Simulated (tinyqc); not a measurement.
Worked calculation: recursion (Haydock) method for the local density of states: surface site of a cubic lattice. Values are carried at full precision from step to step, so a last printed digit may differ when a step is redone from the rounded ones.

One orbital a site at energy 0, hopping -t to the 6 nearest neighbours of a cubic lattice; the start u0 is a site in the outermost layer of a half crystal, with energy V. Recursion: a_n = <u_n|H|u_n>, b_(n+1) u_(n+1) = (H - a_n) u_n - b_n u_(n-1), b > 0. G(z) = 1/(z - a0 - b1^2/(z - a1 - b2^2/(...))), z = E + i eta. After n levels the tail is b_n^2 T with the square-root terminator T = (z - sqrt(z - 2b) sqrt(z + 2b))/(2 b^2), b = 3t so that the band edges lie at -/+ 6t.

Parameters, chosen for this exercise: t = 1.48 eV (hopping); V = 0 eV (shift of the starting site); n = 4 (levels kept); E = 1.29 eV (energy); eta = 0.074 eV (broadening).

## The coefficients

Carry the recursion for n levels; the lattice is large enough that no wall but the surface is met.

Coefficients:

| n | a_n (eV) | b_(n+1) (eV) | b_(n+1)^2/t^2 |
|---|---|---|---|
| 0 | 0.0000 | 3.30938 | 5.0000 |
| 1 | 0.0000 | 4.02604 | 7.4000 |
| 2 | 0.0000 | 4.18749 | 8.0054 |
| 3 | 0.0000 | 4.26857 | 8.3184 |

b1^2/t^2 = 5 counts the neighbours of the start. All a_n vanish because the lattice is bipartite and V = 0. The b_n tend to a quarter of the band width, 4.440 eV.

## Moments from the coefficients

For a1 = a2 = 0: mu1 = a0, mu2 = a0^2 + b1^2, mu3 = a0^3 + 2 a0 b1^2, mu4 = a0^4 + 3 a0^2 b1^2 + b1^4 + b1^2 b2^2.

mu1 to mu4 (eV^n): 0.000  10.952  0.000  297.467

mu4/t^4 = 62 is the number of closed walks of four steps.

## The continued fraction at one energy

Start from the terminator and work up: G_i = 1/(z - a_i - S_i), S_i = b_(i+1)^2 G_(i+1), with T in place of G_n. The density is -Im G_0/pi.

Levels of the fraction:

| i | S_i (eV) | G_i (1/eV) |
|---|---|---|
| 3 | 0.5911-4.0262i | 0.0404-0.2370i |
| 2 | 0.7084-4.1559i | 0.0319-0.2320i |
| 1 | 0.5171-3.7609i | 0.0505-0.2506i |
| 0 | 0.5531-2.7444i | 0.0868-0.3321i |

local density of states = 0.1057 1/eV

A direct sum over the zone gives 0.1051 1/eV at the same z; 4 levels miss it by +0.6 %.

## Checks

- G from 7 levels against a direct sum over the zone at E = 14.2080 eV, above the band (1/eV): both 0.074839.

Run: tinyqc, `OMP_NUM_THREADS=1 python tinyqc.py 1480197 1480198 out.jsonl`; Intel(R) Xeon(R) Processor @ 2.30GHz, one thread, shared host; about 0.08 s of CPU time with all checks.
